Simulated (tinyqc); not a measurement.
What each parameter does: polytypes by hexagonality, and a cubic inclusion as a quantum well.

Gap: E3 + (E2 - E3) h. Valence top Ev2 h and polarisation P2 h, both counted from 3C; Ec = Ev + gap.

A cubic inclusion of width L = N d in the host (h = 1) is a well of depth V = Ec(host) - Ec(3C). Square well with mass mismatch: k tan(k L/2) = (m_w/m_b) q, k = sqrt(m_w E/c), q = sqrt(m_b (V - E)/c), c = hbar^2/2m0, lowest root. The depth of the level, V - E, is its binding, and the transition to the valence top of the host is gap(host) - (V - E). The step in polarisation gives a field |F| = |P|/(eps eps0) in a thin inclusion, eps0 = 8.8541878e-12 F/m.

Constants: hbar^2/2m0 = 3.80998211 eV angstrom^2.

Values chosen for the exercise (of the order of those of GaN; the results hold for these values, not for the real material): E3 = 3.249 eV (gap of the cubic polytype); E2 = 3.519 eV (gap of 2H); Ev2 = 0.071 eV (valence top of 2H above that of 3C); P2 = -0.0183 C/m^2 (spontaneous polarisation of 2H); m = (0.208, 0.215) m0 (electron mass along c in the cubic layer and in the host); d = 2.583 angstrom (thickness of a double layer); eps = 9.6 (dielectric constant); N = 2 (double layers in the cubic inclusion).

Well depth, depth of the level, transition without the field and field. Each row changes one parameter from the base and keeps the others.

Results:

| case | V (eV) | depth (eV) | transition (eV) | \|F\| (MV/cm) |
|---|---|---|---|---|
| base | 0.3410 | 0.0374 | 3.4816 | 2.153 |
| N = 3 | 0.3410 | 0.0717 | 3.4473 | 2.153 |
| Ev2 = 0.101 eV | 0.3710 | 0.0438 | 3.4752 | 2.153 |
| E3 = 3.229 eV | 0.3610 | 0.0416 | 3.4774 | 2.153 |
| E2 = 3.549 eV | 0.3710 | 0.0438 | 3.5052 | 2.153 |
| P2 = -0.0238 C/m^2 | 0.3410 | 0.0374 | 3.4816 | 2.800 |
| eps = 10.6 | 0.3410 | 0.0374 | 3.4816 | 1.950 |
| m = (0.25, 0.215) m0 | 0.3410 | 0.0379 | 3.4811 | 2.153 |

The largest shifts from the base row, up to three for each result and ties (the steps differ in size, so this ranks the rows, not the parameters). V (eV): Ev2 +0.0300, E2 +0.0300, E3 +0.0200; unchanged at the printed digits by N, P2, eps and m. depth (eV): N +0.0343, Ev2 +0.0063, E2 +0.0063; unchanged at the printed digits by P2 and eps. transition (eV): N -0.0343, E2 +0.0237, Ev2 -0.0063; unchanged at the printed digits by P2 and eps. |F| (MV/cm): P2 +0.647, eps -0.203; unchanged at the printed digits by N, Ev2, E3, E2 and m.

Program tinyqc; command `OMP_NUM_THREADS=1 python tinyqc.py 1880109 1880110 out.jsonl`; about 0.06 s on one thread of a shared Intel(R) Xeon(R) Processor @ 2.30GHz.
